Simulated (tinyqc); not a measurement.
Gate voltage for a given inversion charge.

Inverse problem. p-type body, charge-sheet picture, depletion and inversion only, full ionisation (an idealisation for deep acceptors), Boltzmann statistics (rough once Na exp(x - xn) passes about Nc/7). In units of Vt: xg = (Vg - Vfb)/Vt, x = psi/Vt, G = gamma/sqrt(Vt), xn = (2 phiF + Vc)/Vt. The implicit equation is (xg - x)^2 = G^2 [x - 1 + exp(x - xn)] for x above about 3. Cox = eps0 eox/tox. ni = sqrt(Nc Nv) exp(-Eg/(2 Vt)), Eg in volts; phiF = Vt ln(Na/ni); gamma = sqrt(2 q eps0 eps_r Na)/Cox. N_inv = (Cox Vt G/q) [sqrt(x - 1 + exp(x - xn)) - sqrt(x - 1)]. Find x - xn, psi and Vg.

Values chosen for this exercise; band and dielectric values close to those of silicon: temperature T = 300 K; band gap Eg = 1.13 eV; relative permittivity eps_r = 11.8; conduction-band density of states at T Nc = 2.82e19 cm^-3; valence-band density of states at T Nv = 2.63e19 cm^-3; relative permittivity of the gate insulator (close to silicon dioxide) eox = 3.9; insulator thickness tox = 4.7 nm; acceptor density Na = 1.7e17 cm^-3; flat-band voltage Vfb = -0.8 V; channel-body voltage Vc = 1 V.

Constants: q = 1.602176634e-19 C, kB = 1.380649e-23 J/K, Vt = kB T/q, eps0 = 8.8541878128e-14 F/cm where lengths are in cm. Results are converted to the units shown.

N_inv = 1.3e10 cm^-2

Answer. N_inv rises steadily with x, so it fixes x; the implicit equation then gives xg directly.

x - xn = -0.0844
psi = 1.87 V
Vg = 1.51 V

Computed by the program tinyqc: `OMP_NUM_THREADS=1 python tinyqc.py 2122152 2122153 out.jsonl`, one thread of a shared Intel Xeon 2.30GHz, about 0.01 s for the whole run.
